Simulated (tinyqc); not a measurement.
What each parameter does: six-band k.p model of the valence band of a wurtzite crystal.

At k = 0: E1 = D1c + D2c + Te + Le (pure HH); E2, E3 = Le + u +/- sqrt(u^2 + 2 D3c^2), u = (D1c - D2c + Te)/2, D1c = Dcr, D2c = D3c = Dso/3. The weight of LH in state 2 is fL = (E2 - Le)^2/((E2 - Le)^2 + 2 D3c^2). Relative strengths of transitions to the conduction band: for E perpendicular to c (TE) 1/2, fL/2, (1 - fL)/2; for E along c (TM) 0, 1 - fL, fL, with one momentum element for both directions.

Strain of a c-plane layer: exx = eyy = e_par, ezz = -2 (C13/C33) e_par; Le = D1 ezz + D2 (exx + eyy), Te = D3 ezz + D4 (exx + eyy).

Conduction edge: Ec = (top of the unstrained valence band) + Eg + (a1 + D1) ezz + (a2 + D2)(exx + eyy).

Parameters, chosen for this exercise (near those of AlGaN; not measured data):
```
symbol  value    unit  meaning
Dcr     -0.0851  eV    crystal-field splitting
Dso     0.0185   eV    spin-orbit splitting
Eg      4.971    eV    direct gap at Gamma from the top of the unstrained valence band
a1      -4.01    eV    gap potential along c
a2      -11.95   eV    gap potential in the plane
D1      -10.82   eV
D2      6.58     eV
D3      8.27     eV
D4      -4.06    eV
C13     105      GPa
C33     369      GPa
e_par   -0.0082        exx = eyy of a c-plane layer
```

Splittings at k = 0 under the strain, fL and the lowest transition.

Results for these values:
```
case  E1 - E2 (meV)  E1 - E3 (meV)      fL  lowest transition (eV)
base           8.13          30.44  0.8118                  5.1228
```

What happens to each result for a2 = -9.56 eV, all else kept?

Answer: E1 - E2 does not change at the printed digits; E1 - E3 does not change at the printed digits; fL does not change at the printed digits; lowest transition falls from 5.1228 to 5.0837.

The same for each parameter in turn:
```
case               E1 - E2 (meV)  E1 - E3 (meV)      fL  lowest transition (eV)
base                        8.13          30.44  0.8118                  5.1228
a2 = -9.56 eV               8.13          30.44  0.8118                  5.0837
D4 = -3.248 eV              3.90          21.36  0.5170                  5.1362
D3 = 9.924 eV               9.26          37.04  0.8892                  5.1151
e_par = -0.00984           10.28          49.33  0.9474                  5.1373
C13 = 84 GPa                6.18          24.68  0.6673                  5.1343
C33 = 295.2 GPa             9.46          38.77  0.9019                  5.1085
Dcr = -0.10212 eV           1.92          19.64  0.4122                  5.1397
D1 = -8.656 eV              8.13          30.44  0.8118                  5.1228
```

D1 and D2 shift all valence edges and the conduction edge alike, so they drop out of splittings and transitions.

Run: tinyqc, `OMP_NUM_THREADS=1 python tinyqc.py 1050862 1050863 out.jsonl`; Intel(R) Xeon(R) Processor @ 2.30GHz, one thread, shared host; about 0.01 s of CPU time with all checks.
